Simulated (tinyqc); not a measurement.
Comparisons within one model: finite square well with mass mismatch (envelope functions). A value that a table varies takes the place of the one given here.

A square well of width L and depth V0, mass mw inside and mb outside, energies from the bottom of the well, c = hbar^2/2m0. k = sqrt(mw E/c), kappa = sqrt(mb (V0 - E)/c). psi and psi'/m are continuous at the walls (BenDaniel-Duke), so level n solves k L + 2 atan[(k/mw)/(kappa/mb)] = n pi.

Non-parabolic bands: mw is replaced by mw (1 + alpha_w E) and mb by mb (1 - alpha_b (V0 - E)), in k, kappa and the matching condition alike.

Constants: hbar^2/2m0 = 3.80998211 eV angstrom^2.

Inputs chosen for the exercise (near those of a GaAs well in AlGaAs; shifted at random, so the results belong to these values and not to a real crystal): V0 = 0.178 eV (barrier height); mw = 0.0653 m0 (mass in the well); mb = 0.0853 m0 (mass in the barrier); Ls = (28, 36, 44, 56, 69, 87, 108) angstrom (widths); L = 231 angstrom (well width); alpha_w = 0.62 1/eV (non-parabolicity in the well); alpha_b = 0.39 1/eV (non-parabolicity in the barrier).

## Width of the well

Levels against L, beside the infinite well E1(hard) = c (pi/L)^2/mw; Pb is the probability of level 1 in the barriers; a dash marks an unbound level.

Levels:

| L (angstrom) | bound levels | E1 (eV) | E2 (eV) | E1(hard) (eV) | Pb |
|---|---|---|---|---|---|
| 28 | 1 | 0.1094 | - | 0.7345 | 0.410 |
| 36 | 1 | 0.0907 | - | 0.4443 | 0.299 |
| 44 | 1 | 0.0758 | - | 0.2974 | 0.223 |
| 56 | 1 | 0.0592 | - | 0.1836 | 0.150 |
| 69 | 2 | 0.0465 | 0.1635 | 0.1210 | 0.103 |
| 87 | 2 | 0.0346 | 0.1304 | 0.0761 | 0.065 |
| 108 | 2 | 0.0257 | 0.0996 | 0.0494 | 0.041 |

The infinite well overestimates E1 by a factor 6.72 at 28 angstrom and 1.92 at 108 angstrom. The local exponent d ln E1/d ln L goes from -0.75 (first two rows) to -1.38 (last two), towards the -2 of hard walls, as Pb falls from 0.410 to 0.041. E2 - E1 is largest at 69 angstrom of the widths listed.

## Levels of description

The same well five ways. mb = mw: the barrier takes the mass of the well. psi' continuous: kappa holds mb but the condition drops the masses, k L + 2 atan(k/kappa) = n pi. The last column is measured against BenDaniel-Duke.

Levels (eV):

| model | E1 | E2 | E3 | E1 - E1(BDD) (meV) |
|---|---|---|---|---|
| infinite walls | 0.0108 | 0.0432 | 0.0971 | 3.0 |
| mb = mw | 0.0080 | 0.0320 | 0.0710 | 0.3 |
| BenDaniel-Duke | 0.0078 | 0.0309 | 0.0691 | 0.0 |
| psi' continuous | 0.0083 | 0.0330 | 0.0729 | 0.6 |
| non-parabolic | 0.0078 | 0.0307 | 0.0674 | 0.1 |

Hard walls put E1 3.0 meV too high. Ignoring the mass step moves it by +0.3 meV and the wrong matching by +0.6 meV: with mb/mw = 1.31, continuity of psi'/m lets the slope outside be 1.31 times the slope inside, which acts like a softer wall. Non-parabolicity shifts E1 by +0.1 meV, the balance of a heavier mass in the well, which lowers it, and a lighter mass deep in the barrier, which hardens the wall. Among the finite wells the largest departure in E1 is that of the model 'psi' continuous'.

## What each parameter does

Parabolic bands. Pb is the probability of level 1 in the barriers, (A^2/kappa)/(A^2/kappa + L/2 + sin(kL)/(2k)) with A = cos(kL/2). Each row changes one parameter from the base and keeps the others.

Results:

| case | E1 (eV) | bound levels | Pb | V0 - E1 (eV) |
|---|---|---|---|---|
| base | 0.0078 | 5 | 0.0067 | 0.1702 |
| L = 254 angstrom | 0.0066 | 5 | 0.0052 | 0.1714 |
| V0 = 0.205 eV | 0.0079 | 5 | 0.0056 | 0.1971 |
| mw = 0.0588 m0 | 0.0083 | 4 | 0.0078 | 0.1697 |
| mb = 0.0682 m0 | 0.0080 | 5 | 0.0063 | 0.1700 |

The largest shifts from the base row, up to three for each result and ties (the steps differ in size, so this ranks the rows, not the parameters). E1 (eV): L -0.0012, mw +0.0006, mb +0.0002, V0 +0.0002. bound levels: mw -1; unchanged at the printed digits by L, V0 and mb. Pb: L -0.0014, mw +0.0011, V0 -0.0011. V0 - E1 (eV): V0 +0.0268, L +0.0012, mw -0.0006.

Run: tinyqc, `OMP_NUM_THREADS=1 python tinyqc.py 1251712 1251713 out.jsonl`; Intel(R) Xeon(R) Processor @ 2.30GHz, one thread, shared host; about 0.01 s of CPU time with all checks.
